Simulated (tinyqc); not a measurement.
Defect equilibria of an oxide against oxygen pressure (mass action): one step, computed by the program tinyqc.

Defects: oxygen vacancies V (charge +2), electrons n, holes p, the ionic partner X = V_M'' (charge -2), and the dopant. Activities are taken equal to concentrations.

Problem. Solution at the given pressure. Neutrality: 2 [V] + p = n + 2 [X] + N_d. With n as the unknown, [V] = K_r/(n^2 P^(1/2)), p = K_i/n, [X] = K_s/[V]; the log ratio is ln(positive/negative). The root is found by 60 bisections in ln n between n = 1e-10 and 1e25 cm^-3.

Inputs (values chosen for the exercise, for a model oxide): dopant density N_d = 1.8e+20 cm^-3; temperature T = 700 K; oxygen pressure P = 7e-20 atm.

Ionic disorder: Schottky, oxide MO. Dopant (singly charged, fully ionised): acceptor.

K_r = 2.224905e+44 cm^-9 atm^(1/2)

K_i = 3.980921e+21 cm^-6

K_s = 1.157532e+14 cm^-6

Give: n; [V]; p; [X].

Solution.

n = 9.664e+16 cm^-3

[V] = 9.005e+19 cm^-3

p = 41195 cm^-3

[X] = 1.285e-06 cm^-3

The largest terms give the Brouwer balance 2 [V] = N_d; the smaller of the two terms is 100 % of the total charge of one sign.
